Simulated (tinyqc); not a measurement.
From results back to parameters: shallow donor in effective-mass theory, with valley-orbit splitting. Five cases, with inputs chosen for the exercise.

Problem. Without strain the levels are A1 = E0 - D0 - 4 D1 - D2, T2 = E0 - D0 + D2 and E = E0 - D0 + 2 D1 - D2. They were computed from hidden D0, D1 and D2.

Find: D1; D2; D0.

Method. E - A1 = 6 D1, T2 - E = 2 D2 - 2 D1, and the mean (A1 + 3 T2 + 2 E)/6 is E0 - D0.

Case 1.

Values chosen (out of a larger set: near those of a group-V donor in Si; not measured data): E0 = -29.6 meV (single-valley level).

A1, T2, E (meV): -41.070  -31.170  -29.010

Solution.

D1 = 2.01 meV
D2 = 0.93 meV
D0 = 2.50 meV

Case 2.

Values chosen (out of a larger set: near those of a group-V donor in Si; not measured data): E0 = -31.5 meV (single-valley level).

A1, T2, E (meV): -53.410  -32.890  -31.750

Solution.

D1 = 3.61 meV
D2 = 3.04 meV
D0 = 4.43 meV

Case 3.

Values chosen (out of a larger set: near those of a group-V donor in Si; not measured data): E0 = -32.7 meV (single-valley level).

A1, T2, E (meV): -56.060  -34.580  -32.540

Solution.

D1 = 3.92 meV
D2 = 2.90 meV
D0 = 4.78 meV

Case 4.

Values chosen (out of a larger set: near those of a group-V donor in Si; not measured data): E0 = -31.7 meV (single-valley level).

A1, T2, E (meV): -43.490  -33.330  -31.070

Solution.

D1 = 2.07 meV
D2 = 0.94 meV
D0 = 2.57 meV

Case 5.

Values chosen (out of a larger set: near those of a group-V donor in Si; not measured data): E0 = -32.8 meV (single-valley level).

A1, T2, E (meV): -47.380  -35.740  -34.420

Solution.

D1 = 2.16 meV
D2 = 1.50 meV
D0 = 4.44 meV

Computed by tinyqc, one run a case: `OMP_NUM_THREADS=1 python tinyqc.py N N+1 out.jsonl` with N = 1281792, 1281890, 1281909, 1282138, 1282148; one thread of a shared Intel(R) Xeon(R) Processor @ 2.30GHz, about 0.01 s a run at most.
